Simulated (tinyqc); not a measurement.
# Bandgap voltage reference from two bipolar transistors, step by step

Numbers from tinyqc (`OMP_NUM_THREADS=1 python tinyqc.py 2062066 2062067 out.jsonl`; about 0.02 s on one thread of a shared Intel Xeon 2.30GHz). Printed values are rounded.

Two transistors of area 1 and N carry the same current I. Is(T) = Is (T/T0)^eta exp[(Vg0 q/kB)(1/T0 - 1/T)], VBE1 = Vt ln(I/Is(T)) + I rb, VBE2 = Vt ln(I/(N Is(T))) + I rb/N. The amplifier forces I R1(T) = VBE1 - VBE2 + Vos, with R(T) = R (1 + tc (T - T0)) for both resistors, and the output is Vref = VBE1 + I R2(T). Base currents and the Early effect are neglected.

Inputs (values chosen for the exercise); values of the order met in silicon bipolar transistors:

| symbol | value | unit | meaning |
|---|---|---|---|
| T0 | 323 | K | reference temperature |
| Vg0 | 1.188 | V | band-gap voltage extrapolated to 0 K |
| eta | 4.4 |  | temperature exponent of the saturation current |
| Is | 1.1e-16 | A | saturation current of the unit transistor at T0 |
| N | 4 |  | area ratio of the second transistor |
| R1 | 2.8 | kohm | resistor across which the difference of VBE falls, at T0 |
| tc | 0 | ppm/K | temperature coefficient of both resistors |
| Vos | 0 | mV | offset of the amplifier |
| rb | 120 | ohm | series resistance of the unit transistor |
| R2 | 41.14 | kohm | output resistor at T0 |
| T | 358 | K | temperature |

Constants: q = 1.602176634e-19 C, kB = 1.380649e-23 J/K. Results are converted to the units shown.

## Operating point at the reference temperature

Vt = kB T/q; I = (Vt ln N + Vos)/(R1(T) - rb (1 - 1/N)). Evaluate at T = T0.

Vt = 0.0278340 V
I = 14.2384 uA
Is(T) = 1.1e-16 A
VBE1 = 0.713882 V
I R2 = 0.585768 V
Vref = 1.29965 V

## Operating point at another temperature

Vt = kB T/q; I = (Vt ln N + Vos)/(R1(T) - rb (1 - 1/N)).

Vt = 0.0308501 V
I = 15.7813 uA
Is(T) = 1.12255e-14 A
VBE1 = 0.651716 V
I R2 = 0.649242 V
Vref = 1.30096 V

From T0 to T, VBE1 changes by -62.2 mV and I R2 by 63.5 mV, which leaves 1.31 mV in Vref.

## Resistor for zero slope at T0, ideal case

With tc = 0, Vos = 0 and rb = 0 the current is proportional to T, dVBE/dT = (VBE - Vg0 - (eta - 1) Vt)/T, and Vref has zero slope at T0 when Vref = Vg0 + (eta - 1) Vt0. Find VBE1, its slope, that Vref, R2/R1 and the curvature d2Vref/dT2 = -(eta - 1) kB/(q T0).

VBE1 = 0.711264 V
dVBE/dT = -1.76895 mV/K
Vref = 1.28264 V
R2/R1 = 14.8077
curvature = -0.907088 uV/K^2
